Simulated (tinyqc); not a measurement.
What the corrections do to the levels: formation energy of a charged point defect from supercell energies. Computed by tinyqc, a small Python program. Command: `OMP_NUM_THREADS=1 python tinyqc.py 3018002 3018003 out.jsonl formation walk`. One thread of a shared host (Intel(R) Xeon(R) Processor @ 2.30GHz), about 0.01 s of CPU time with the checks.

The host is a compound AB. Making the defect adds n_A = 0, n_B = -1, n_X = 1 atoms to the cell. All total energies are inputs. E_F is counted from the valence-band maximum (VBM); x = 0 is A-rich and x = 1 B-rich growth.

Inputs (values chosen for the exercise, with gap and screening modelled on CdS): E_VBM of the host cell = 4.115 eV; potential alignment dV = -0.049 eV; dielectric constant eps = 8.95; cell length L = 10.3 angstrom; mu_B of the pure element = -6.427 eV; formation enthalpy dH of AB = -2.29 eV; growth condition x = 0.055; mu_X of the pure element = -6.582 eV; formation enthalpy of AX = -0.11 eV.

Defect: impurity X on a B site. Supercell lattice: fcc.

charge states q: [1, 0, -1]

E(defect, q) - E(host), in the order of q (eV): [-2.349, 4.245, 9.861]

Constants: e^2/(4 pi eps_0) = 14.39964548 eV angstrom.

Method:
- dmu_A = x dH and dmu_B = (1 - x) dH, so that dmu_A + dmu_B = dH; mu = mu(element) + dmu. The impurity is held at its solubility limit: dmu_X = min(0, dH(AX) - dmu_A).
- The reservoir term is sum n_i mu_i.
- Image-charge correction of a point charge in a neutralising background: E_corr = q^2 alpha e^2/(4 pi eps_0) / (2 eps L), alpha = 2.888282 for a fcc array with L the cube root of the volume.
- E_f(q, E_F) = [E(defect, q) - E(host)] - sum n_i mu_i + q (E_VBM + dV + E_F) + E_corr(q).
- Levels eps(q/q-1) with the terms q dV and E_corr left out or kept.

E_f(q, 0) (eV): (q=+1) -0.06647, (q=0) 2.23595, (q=-1) 4.01153

E_corr (eV): (q=+1) 0.225580, (q=0) 0.000000, (q=-1) 0.225580

Levels above the VBM (eV):
```
level     raw  with alignment  with image charge  with both
(+1/0)  2.479           2.528             2.2534     2.3024
(0/-1)  1.501           1.550             1.7266     1.7756
```

What does the comparison show, and why?

Alignment moves every level by -dV = +0.049 eV. The image term moves eps(q/q-1) by (1 - 2q) E_corr(1): (+1/0) by -0.226, (0/-1) by +0.226 eV, donor levels down and acceptor levels up. It adds 2 E_corr(1) = 0.451 eV to every U. Caution: E_f at E_F = 0 is negative for at least one charge state, so in equilibrium E_F cannot reach the valence-band maximum.

Extremes, crossings and ranges named in words are read from the listed rows.
